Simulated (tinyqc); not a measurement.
Metal-interlayer-semiconductor contact, depinning against tunnelling resistance: one step of the calculation.

Zero bias, n-type semiconductor. Gap states at the semiconductor surface thin out as exp(-be ti), which unpins the barrier; electrons must then cross the interlayer (a rectangular barrier, no voltage drop across it) and the parabolic depleted layer, both by WKB. Energies E are counted from the Fermi level; no image force, parabolic bands.

Problem. Exponents and integrand on an energy grid. With U = phiB - xi: for xi < E < phiB, y = (E - xi)/U and G1 = (U/E00) [sqrt(1 - y) - y ln((1 + sqrt(1 - y))/sqrt(y))], G1 = 0 above phiB; G2 = 2 ti sqrt(mi max(phiB + dE - E, 0)/C), C = hbar^2/(2 m0); f = 1/(1 + exp(E/Vt)); integrand exp(-G1 - G2) f.

Parameters, values chosen for the exercise; semiconductor values close to those of germanium; interlayer mass of the order of that in silicon dioxide, offset chosen freely:

| symbol | value | unit | meaning |
|---|---|---|---|
| T | 300 | K | temperature |
| ti | 0.2 | nm | interlayer thickness |
| dE | 3.17 | eV | conduction-band offset of the interlayer above the semiconductor |
| mi | 0.46 | m0 | tunnelling mass in the interlayer |

Constants: q = 1.602176634e-19 C, kB = 1.380649e-23 J/K, hbar = 1.054571817e-34 J s, m0 = 9.1093837015e-31 kg, Vt = kB T/q, hbar^2/(2 m0) = 0.0380998212 eV nm^2. Results are converted to the units shown.

E, point 0 to 12 (eV): 0.03  0.07  0.11  0.15  0.19  0.23  0.27  0.31  0.35  0.39  0.43  0.47  0.51
phiB = 0.50681208 eV
xi = 0.025928768 eV
E00 = 0.023861727 eV

Give: G1; G2; f; integrand.

Solution.

```
point     G1     G2         f  integrand (1e-8)
0      19.54  2.654    0.2386             0.005
1      15.76  2.640   0.06252             0.064
2      12.96  2.625   0.01399             0.239
3      10.61  2.610  0.003012             0.548
4       8.57  2.595  6.425e-4             0.905
5       6.80  2.580  1.368e-4             1.158
6       5.24  2.565  2.912e-5             1.192
7       3.87  2.550  6.198e-6             1.007
8       2.69  2.535  1.319e-6             0.707
9       1.70  2.520  2.807e-7             0.414
10      0.89  2.504  5.975e-8             0.201
11      0.29  2.489  1.272e-8             0.079
12      0.00  2.473  2.706e-9             0.023
```

Numbers from tinyqc (`OMP_NUM_THREADS=1 python tinyqc.py 2270046 2270047 out.jsonl`; about 0.02 s on one thread of a shared Intel Xeon 2.30GHz).
